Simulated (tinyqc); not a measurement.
Ellipsometry and reflectance of a transparent film on an absorbing substrate: two steps of the calculation.

Air (index 1), film, substrate with N2 = n2 - i k2; time factor exp(+i w t). q_j = sqrt(N_j^2 - sin^2 th), root with positive real part. Fresnel coefficients r_s = (q_a - q_b)/(q_a + q_b), r_p = (N_b^2 q_a - N_a^2 q_b)/(N_b^2 q_a + N_a^2 q_b). tan(Psi) exp(i Delta) = R_p/R_s, Delta taken from 0 to 360 degrees.

Values chosen for this exercise; indices close to those of aluminium oxide on silicon: wavelength lam = 632.8 nm; angle of incidence th = 65 degrees; index of the transparent film n1 = 1.667; film thickness d = 1.9 nm; index of the substrate n2 = 3.882; extinction coefficient of the substrate k2 = 0.019.

Problem 1. Interface coefficients and thickness period. q0, q1, q2 and the coefficients r01 and r12 for p and s; the results repeat in d with the period lam/(2 q1).

Find: q0; q1; q2; r01,p; r01,s; r12,p; r12,s; period.

Solution 1.

q0 = 0.4226
q1 = 1.399
q2 = 3.775-0.020i
r01,p = -0.08731
r01,s = -0.5360
r12,p = 0.3356-0.0020i
r12,s = -0.4592+0.0020i
period = 226.1 nm

Problem 2. Psi, Delta and reflectances. beta = 2 pi d q1/lam, X = exp(-2 i beta), R = (r01 + r12 X)/(1 + r01 r12 X) for p and s.

q1 = 1.3991051
r01,p = -0.087310918
r01,s = -0.53602368
r12,p = 0.33556344-0.00204644i
r12,s = -0.45916852+0.00204255i

Wanted: beta; X; R_p; R_s; Psi; Delta; |R_p|^2; |R_s|^2.

Solution 2.

beta = 0.02639 rad
X = 0.9986-0.0528i
R_p = 0.2551-0.0208i
R_s = -0.7984+0.0121i
Psi = 17.77 degrees
Delta = 176.2 degrees
|R_p|^2 = 0.06551
|R_s|^2 = 0.6376

The bare substrate gives Psi = 17.76 and Delta = 179.58 degrees.

Numbers from tinyqc (`OMP_NUM_THREADS=1 python tinyqc.py 2870178 2870179 out.jsonl`; about 0.01 s on one thread of a shared Intel Xeon 2.30GHz).
